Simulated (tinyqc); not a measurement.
# Worked calculation: thin film between two gates, subbands and threshold shift from confinement

Program tinyqc, `OMP_NUM_THREADS=1 python tinyqc.py 2350148 2350149 out.jsonl`; Intel Xeon 2.30GHz, shared host, one thread, about 0.1 s. Printed values are rounded.

Undoped body with a flat potential across it, hard walls, transport along x. Three valley pairs (g = 2 each) with the longitudinal mass along x, y or z. Non-parabolicity enters the subband edges through E (1 + al E) = gamma, so E = 2 gamma/(1 + sqrt(1 + 4 al gamma)); motion within a subband is taken as parabolic with the band-edge mass. Energies are counted from the bulk band edge.

Inputs (values chosen for the exercise); masses close to those of silicon: temperature T = 400 K; longitudinal mass ml = 0.927 m0; transverse mass mt = 0.192 m0; non-parabolicity al = 0.5 1/eV; film thickness (along z) t = 2.5 nm; widening of the box by penetration into the insulator dl = 0 nm.

Constants: q = 1.602176634e-19 C, kB = 1.380649e-23 J/K, hbar = 1.054571817e-34 J s, m0 = 9.1093837015e-31 kg, Vt = kB T/q, hbar^2/(2 m0) = 0.0380998212 eV nm^2. Results are converted to the units shown.

Range of the model: Below about 3 nm the effective-mass picture with bulk masses becomes unreliable.

## Lowest subbands

gamma = C (pi k/(t + dl))^2/mz, C = hbar^2/(2 m0). List the 5 lowest, labelled by valley axis and quantum numbers, with degeneracy g and N_k: N_k = g sqrt(mx my) m0 kB T/(pi hbar^2).

```
subband	E_k (eV)	g	N_k (cm^-2)
z1	0.0629231	2	5.52919e12
z2	0.232567	2	5.52919e12
x1	0.275428	2	1.21493e13
y1	0.275428	2	1.21493e13
z3	0.472498	2	5.52919e12
```

## Threshold shift

Each subband has N_k = g sqrt(mx my) m0 kB T/(pi hbar^2); without degeneracy n = exp(EF/Vt) sum N_k exp(-E_k/Vt). Classical value Nc times t, Nc = sum over valleys of 2 g (m m0 kB T/(2 pi hbar^2))^1.5 with m = (mx my mz)^(1/3). Threshold shift dVT = Vt ln(classical value/sum N_k exp(-E_k/Vt)). Use the subbands listed.

shares, subband z1 to z3 (%): 98.3739  0.7169  0.4543  0.4543  0.0007
sum N_k exp(-E_k/Vt) = 9.05703e11 cm^-2
Nc = 4.28521e19 cm^-3
classical value = 1.07130e13 cm^-2
dVT = 85.1567 mV

With all subbands dVT = 85.16 mV. The lowest edge lies at 62.9 meV; dVT is larger than that, since sum N_k exp(-(E_k - E_1)/Vt) falls short of the classical value.
